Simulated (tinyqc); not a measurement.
## p-n diode with diffusion and depletion-layer recombination: effect of the temperature

Abrupt junction in the depletion approximation, low injection, full ionisation, neutral widths fixed, ohmic contact on the p side. Vj is the junction voltage; where a series resistance Rs is given, V = Vj + J Rs is the terminal voltage.

Nc and Nv are given at 300 K and scale as (T/300 K)^1.5; Eg, mobilities and lifetimes are held fixed. ni = sqrt(Nc Nv) exp(-Eg/(2 Vt)), Eg in volts; D = mu Vt; Ln = sqrt(Dn tn), Lp = sqrt(Dp tp); J0n = q ni^2 Dn coth(wp/Ln)/(Ln Na); J0p = (q ni^2 Dp/(Lp Nd)) (s + tanh(wn/Lp))/(1 + s tanh(wn/Lp)), s = Sp Lp/Dp. J_diff = (J0n + J0p)(exp(Vj/Vt) - 1). Vbi = Vt ln(Na Nd/ni^2), W = sqrt(2 eps0 eps_r (Vbi - Vj)(1/Na + 1/Nd)/q), xp = W Nd/(Na + Nd), xn = W Na/(Na + Nd); u(x) = q Na (x + xp)^2/(2 eps0 eps_r) for x < 0 and Vbi - Vj - q Nd (xn - x)^2/(2 eps0 eps_r) for x > 0; p = Na exp(-u/Vt), n = Nd exp((u - Vbi + Vj)/Vt); U = ni^2 (exp(Vj/Vt) - 1)/(tp (n + ni exp(Et/Vt)) + tn (p + ni exp(-Et/Vt))); J_scr = q times the integral of U from -xp to xn. J = J_diff + J_scr.

Values chosen for this exercise; band and dielectric values close to those of silicon:
```
symbol    value        unit                                                         meaning
Eg          1.1          eV                                                        band gap
eps_r      11.6                                                       relative permittivity
Nc      2.83e19       cm^-3  conduction-band density of states at the reference temperature
Nv      2.64e19       cm^-3     valence-band density of states at the reference temperature
Na       1.2e18       cm^-3                                                acceptor density
Nd       5.3e17       cm^-3                                                   donor density
mun         290  cm^2/(V s)                                 electron mobility in the p side
mup         200  cm^2/(V s)                                     hole mobility in the n side
tn         4e-9           s                                               electron lifetime
tp         1e-9           s                                                   hole lifetime
wp           10          um                                     neutral width of the p side
wn          6.5          um                                     neutral width of the n side
Sp          1e7        cm/s                         recombination velocity at the n contact
Et            0          eV                            trap level above the intrinsic level
Vj         0.42           V            junction voltage at which recombination is evaluated
```

Constants: q = 1.602176634e-19 C, kB = 1.380649e-23 J/K, Vt = kB T/q, eps0 = 8.8541878128e-14 F/cm where lengths are in cm. Results are converted to the units shown.

Results:
```
T (K),J0n (A/cm^2),J0p (A/cm^2),J_diff (A/cm^2),J_scr (A/cm^2),J_scr/J (%),wn/Lp
220,9.226e-20,3.469e-19,1.837e-9,3.223e-6,99.94,10.56
260,1.246e-15,4.687e-15,8.213e-7,8.070e-5,98.99,9.710
300,1.433e-12,5.388e-12,7.753e-5,9.191e-4,92.22,9.040
380,2.546e-8,9.574e-8,0.04506,0.03036,40.26,8.032
420,8.860e-7,3.331e-6,0.4622,0.1147,19.88,7.640
460,1.712e-5,6.437e-5,3.256,0.3609,9.979,7.300
```

Estimate the missing row, T = 340 K.

Computed row:
```
T (K),J0n (A/cm^2),J0p (A/cm^2),J_diff (A/cm^2),J_scr (A/cm^2),J_scr/J (%),wn/Lp
340,3.315e-10,1.246e-9,0.002653,0.006284,70.32,8.491
```

With this row back in the table: As T goes from 220 to 460, J0p rises from 3.47e-19 to 6.44e-5 A/cm^2, J_scr rises from 3.22e-6 to 0.361 A/cm^2 and its share falls from 99.9 to 9.98 %. Activation energies -d ln J/d(1/kB T) over the table: 0.774 eV for J_diff (compare Eg - Vj = 0.680 eV, raised by the power-law prefactors) and 0.422 eV for J_scr.

Program tinyqc, `OMP_NUM_THREADS=1 python tinyqc.py 2260120 2260121 out.jsonl`; Intel Xeon 2.30GHz, shared host, one thread, about 0.01 s.
